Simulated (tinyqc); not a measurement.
Splitting and spin direction around the circle: two-dimensional electron gas with Rashba and Dresselhaus coupling.

H = c k^2/m + al (ky sx - kx sy) + b1 (kx sx - ky sy) + gam kx ky (kx sy - ky sx), s the Pauli matrices, x = [100], c = hbar^2/2m0, b1 = gam (pi/L)^2 (hard walls). H = c k^2/m + B.s, so E = c k^2/m -/+ |B| and the lower state has its spin along -B.

Constants: hbar^2/2m0 = 3.80998211 eV angstrom^2.

Values chosen for the exercise (of the size met in InSb; the results hold for these values, not for the real material):
- m = 0.0146 m0 (mass)
- al = 0.57 eV angstrom (Rashba constant)
- gam = 301.8 eV angstrom^3 (bulk Dresselhaus constant)
- L = 221 angstrom (width of the (001) well)
- n = 8.2 1e11/cm^2 (sheet density (one subband filled))

At |k| = k0 = sqrt(2 pi n), 1e11/cm^2 = 1e-5/angstrom^2.

Around the circle:
```
phi (deg)  Bx (meV)  By (meV)  splitting (meV)  lower spin (deg)
0.0          1.3843  -12.9381          26.0240              96.1
22.5         5.7526  -11.3302          25.4138             116.9
45.0         8.8796   -8.8796          25.1154             135.0
67.5        11.3302   -5.7526          25.4138             153.1
90.0        12.9381   -1.3843          26.0240             173.9
112.5       12.5764    4.1498          26.4867            -161.7
135.0        9.4177    9.4177          26.6371            -135.0
157.5        4.1498   12.5764          26.4867            -108.3
```

The splitting runs from 25.1154 meV at 45 to 26.6371 meV at 135 degrees. Along [110] it is 2 k |al + b1 - 2 b3| and along [-110] 2 k |al - b1 + 2 b3|, b3 = gam k^2/4. From 0 to 90 degrees the spin turns with k (+78 degrees), the sense of the Rashba term.

tinyqc: `OMP_NUM_THREADS=1 python tinyqc.py 1482003 1482004 out.jsonl`; about 0.01 s, one thread, shared Intel(R) Xeon(R) Processor @ 2.30GHz.
